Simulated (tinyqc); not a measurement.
Phase-change memory cell, resistance drift and retention: drift of neighbouring levels.

The amorphous state follows Ra = R0 (t/t0)^nu exp[(q Ec/kB)(1/T - 1/(300 K))], with nu taken as independent of T. An intermediate level follows the logarithmic mixing rule ln R = (1 - fa) ln Rc + fa ln Ra with constant Rc. The time to lose the data by crystallisation is tr = tx exp[(q Ex/kB)(1/T - 1/Tx)]; 1 year = 3.15576e7 s. These are empirical laws.

Two intermediate levels, fa and 0.82, and the amorphous state at temperature T. A fixed threshold is set at the geometric mean of the two intermediate levels at t0.

Parameters, values chosen for the exercise; values of the order found in chalcogenide phase-change cells: resistance of the amorphous state at t0 and 300 K R0 = 1.2 Mohm; reference time t0 = 0.1 s; drift exponent nu = 0.05; activation energy of conduction Ec = 0.27 eV; operating temperature T = 328 K; amorphous share of an intermediate level fa = 0.67; resistance of the crystalline state Rc = 22 kohm.

Constants: q = 1.602176634e-19 C, kB = 1.380649e-23 J/K. Results are converted to the units shown.

Drift of neighbouring levels:

| t (s) | lower level (Mohm) | upper level (Mohm) | Ra (Mohm) | lower level/threshold |
|---|---|---|---|---|
| 0.1 | 0.1765 | 0.2812 | 0.4920 | 0.7921 |
| 1 | 0.1906 | 0.3091 | 0.5521 | 0.8556 |
| 10 | 0.2059 | 0.3397 | 0.6194 | 0.9242 |
| 100 | 0.2224 | 0.3733 | 0.6950 | 0.9984 |
| 1000 | 0.2402 | 0.4103 | 0.7798 | 1.078 |
| 10000 | 0.2595 | 0.4509 | 0.8749 | 1.165 |
| 1e5 | 0.2803 | 0.4955 | 0.9817 | 1.258 |
| 1e6 | 0.3028 | 0.5446 | 1.101 | 1.359 |
| 1e7 | 0.3271 | 0.5985 | 1.236 | 1.468 |

What does the table show?

Over eight decades Ra grows by a factor of 2.51, the upper level by 2.13 and the lower by 1.85, so their ratio widens from 1.59 to 1.83. The lower level crosses the fixed threshold by t = 1000 s among the rows and would then be misread.

tinyqc, about 0.01 s, one thread, Intel Xeon 2.30GHz (shared host): `OMP_NUM_THREADS=1 python tinyqc.py 2880138 2880139 out.jsonl`
